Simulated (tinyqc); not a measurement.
# Resistance of a tapered via with liner, size effect and interface: via resistance against the diameter at the bottom

A round via whose diameter grows from db at the bottom as D(z) = db + 2 z/tan(ang). The fill, of diameter D - 2 tl, starts above the bottom liner (thickness fb tl) and has rho = rho0 (1 + ks lam/(D - 2 tl)); the sidewall liner conducts in parallel with it. The bottom liner and the interface are crossed over the full area pi db^2/4. Spreading in the lines above and below is left out.

Slices between z0 = fb tl and hv, evaluated at their midpoints: conductance per length pi/4 [(D - 2 tl)^2/rho + (D^2 - (D - 2 tl)^2)/rl], slice resistance = slice height over that. 2000 slices. R_fill = sum of the slices; R_bottom = rl fb tl/(pi db^2/4); R_interface = ri/(pi db^2/4); ballistic (Sharvin) limit 1/(Sb pi (db - 2 tl)^2/4); ideal cylinder rho0 hv/(pi db^2/4).

Parameters, values chosen for the exercise; fill metal close to copper: height hv = 74 nm; sidewall angle ang = 89 degrees; bulk resistivity of the fill rho0 = 1.64 uohm cm; mean free path of the fill lam = 40.1 nm; size-effect factor ks = 0.6; liner on the sidewall tl = 1.8 nm; liner at the bottom over that on the sidewall fb = 1; resistivity of the liner rl = 520 uohm cm; interface resistivity at the bottom ri = 5.9e-12 ohm cm^2; ballistic conductance per area, about 3/(4 rho0 lam) Sb = 1.1e15 S/m^2.

Result of one run:
```
db (nm),R_fill (ohm),R_bottom (ohm),R_interface (ohm),R (ohm),ballistic limit (ohm),R over ideal cylinder,largest part
58,0.6952,3.543,0.2233,4.461,0.3911,9.712,bottom liner
```

What becomes of these results when the diameter at the bottom db is changed from 58 to 42 nm, all else the same?

Result of the changed run:
```
db (nm),R_fill (ohm),R_bottom (ohm),R_interface (ohm),R (ohm),ballistic limit (ohm),R over ideal cylinder,largest part
42,1.535,6.756,0.4259,8.717,0.7850,9.951,bottom liner
```

The whole series:
```
db (nm),R_fill (ohm),R_bottom (ohm),R_interface (ohm),R (ohm),ballistic limit (ohm),R over ideal cylinder,largest part
6,927.7,331.0,20.87,1280,201.0,29.81,fill
8.3,218.9,173.0,10.90,402.8,52.40,17.96,fill
11,76.29,98.49,6.208,181.0,21.14,14.17,bottom liner
16,22.23,46.55,2.934,71.72,7.528,11.88,bottom liner
22,8.634,24.62,1.552,34.81,3.419,10.90,bottom liner
30,3.669,13.24,0.8347,17.75,1.661,10.34,bottom liner
42,1.535,6.756,0.4259,8.717,0.7850,9.951,bottom liner
58,0.6952,3.543,0.2233,4.461,0.3911,9.712,bottom liner
80,0.3268,1.862,0.1174,2.306,0.1983,9.552,bottom liner
```

R falls from 1280 to 2.31 ohm. The fill is the largest part at db = 6, the bottom liner from 11 on. R goes as db^(-3.56) between the first two rows and db^(-2.05) between the last two; area alone gives -2. For db = 42, 58, 80 the ballistic limit exceeds half of R_fill, so the diffusive model understates R.

Numbers from tinyqc (`OMP_NUM_THREADS=1 python tinyqc.py 2750078 2750079 out.jsonl`; about 0.01 s on one thread of a shared Intel Xeon 2.30GHz).
